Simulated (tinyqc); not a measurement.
Vibrations of a mass or spring defect in a linear chain: one step, computed by the program tinyqc.

A ring of N atoms with nearest-neighbour springs k and motion along the chain. Atom 1 is the defect, of mass M', and its two springs are k'. Odd sites are A (the defect replaces an A atom), even sites B.

Question. Dynamical matrix of the ring. D_ii = (sum of the two springs at i)/M_i, D_ij = -k_ij/sqrt(M_i M_j) for neighbours, closed into a ring.

Inputs (values chosen for the exercise, for a model chain):
```
quantity                         value           unit
spring constant k                 4.23  eV/angstrom^2
mass M_A                          58.3              u
mass M_B                          27.9              u
defect mass M'                    40.4              u
spring ratio k'/k at the defect    1.5              -
atoms in the ring N                  6              -
```

Host: diatomic.

Give: D.

Answer.

D (eV/(angstrom^2 u)), lower triangle (symmetric):
```
         1        2        3        4        5       6
1   0.3141
2  -0.1890   0.3790
3   0.0000  -0.1049   0.1451
4   0.0000   0.0000  -0.1049   0.3032
5   0.0000   0.0000   0.0000  -0.1049   0.1451
6  -0.1890   0.0000   0.0000   0.0000  -0.1049  0.3790
```
